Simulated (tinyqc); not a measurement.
From results back to parameters: propagation of a band-gap error through k.p and effective-mass formulas. Five cases, with inputs chosen for the exercise.

Problem. A calculation returned the electron mass below. With 1/me = 1 + Ep (E + 2 Dso/3)/(E (E + Dso)) and the given Ep and Dso, which gap E did it have, and by what factor is exp(-E/2kT) off against the gap Eg?

Constants: kB = 8.617333262e-05 eV/K.
Find: X = 1/me - 1; E; log10 of the factor.
Method. X E^2 + (X Dso - Ep) E - (2/3) Ep Dso = 0 has one positive root; the factor is exp((Eg - E)/2kT).

Case 1.

Values chosen (reference values near those of InAs, gap at low temperature; the results hold for these values, not for the real material): Eg = 0.418 eV (gap at Gamma to the s-like level); Dso = 0.386 eV (spin-orbit splitting); Ep = 21.4 eV (Kane energy); T = 77 K (temperature).

me = 0.0144849 m0

Solution.

X = 1/me - 1 = 68.038
E = 0.251 eV
log10 of the factor = 5.47

Case 2.

Values chosen (reference values near those of GaAs, gap at low temperature; the results hold for these values, not for the real material): Eg = 1.5 eV (gap at Gamma to the s-like level); Dso = 0.334 eV (spin-orbit splitting); Ep = 25.8 eV (Kane energy); T = 300 K (temperature).

me = 0.0240011 m0

Solution.

X = 1/me - 1 = 40.665
E = 0.555 eV
log10 of the factor = 7.94

Case 3.

Values chosen (reference values near those of GaSb, gap at low temperature; the results hold for these values, not for the real material): Eg = 0.797 eV (gap at Gamma to the s-like level); Dso = 0.758 eV (spin-orbit splitting); Ep = 27.5 eV (Kane energy); T = 77 K (temperature).

me = 0.0559604 m0

Solution.

X = 1/me - 1 = 16.870
E = 1.443 eV
log10 of the factor = -21.14

Case 4.

Values chosen (reference values near those of CdTe, gap at low temperature; the results hold for these values, not for the real material): Eg = 1.611 eV (gap at Gamma to the s-like level); Dso = 0.909 eV (spin-orbit splitting); Ep = 18.8 eV (Kane energy); T = 300 K (temperature).

me = 0.0426180 m0

Solution.

X = 1/me - 1 = 22.464
E = 0.677 eV
log10 of the factor = 7.85

Case 5.

Values chosen (reference values near those of GaAs, gap at low temperature; the results hold for these values, not for the real material): Eg = 1.513 eV (gap at Gamma to the s-like level); Dso = 0.341 eV (spin-orbit splitting); Ep = 26.1 eV (Kane energy); T = 300 K (temperature).

me = 0.0363172 m0

Solution.

X = 1/me - 1 = 26.535
E = 0.893 eV
log10 of the factor = 5.21

Computed by tinyqc, one run a case: `OMP_NUM_THREADS=1 python tinyqc.py N N+1 out.jsonl` with N = 1880832, 1880860, 1880885, 1880892, 1880895; one thread of a shared Intel(R) Xeon(R) Processor @ 2.30GHz, about 0.01 s a run at most.
